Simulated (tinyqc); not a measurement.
Cyclotron masses against the field direction: averaged masses of warped heavy- and light-hole bands.

Four-band hole energies E = c k^2 f(u), c = hbar^2/2m0, f = g1 -/+ 2 sqrt(g2^2 + 3 (g3^2 - g2^2) s), s = ux^2 uy^2 + uy^2 uz^2 + uz^2 ux^2 for the unit vector u; minus for heavy, plus for light holes; the mass along u is 1/f.

Parameters, chosen for this exercise (out of a larger set: near those of AlAs; not measured data):
```
symbol  value  unit  meaning
g1      3.73         Luttinger gamma1
g2      0.82         gamma2
g3      1.42         gamma3
```

For the central orbit m_cyc is the mean of 1/f(u) over the directions u normal to B (360 points on the circle). B lies in the (1-10) plane at the angle from [001]; 54.7 degrees is [111], 90 is [110].

Masses (m0):
```
angle (degrees)   heavy   light
0.0              0.6595  0.1708
15.0             0.6978  0.1680
30.0             0.7915  0.1627
45.0             0.8672  0.1589
54.7             0.8792  0.1582
70.0             0.8669  0.1596
90.0             0.8542  0.1622
```

What can be read from this table?

The heavy mass is smallest at 0 and largest at 54.7 degrees of the angles listed, a spread of 33 %; the light mass varies by 8.0 %. The orbit normal to [001] has s between 0 and 1/4, the orbit normal to [111] has s = 1/4 all round, which gives 1/(g1 - sqrt(g2^2 + 3 g3^2)) = 0.8792. This is the classical limit; low Landau levels of holes depart from it.

Computed by tinyqc, a small Python program: `OMP_NUM_THREADS=1 python tinyqc.py 1051490 1051491 out.jsonl` (the numbers bound the seed that draws the inputs); one thread of a shared host (Intel(R) Xeon(R) Processor @ 2.30GHz), about 0.02 s for the whole set of steps.
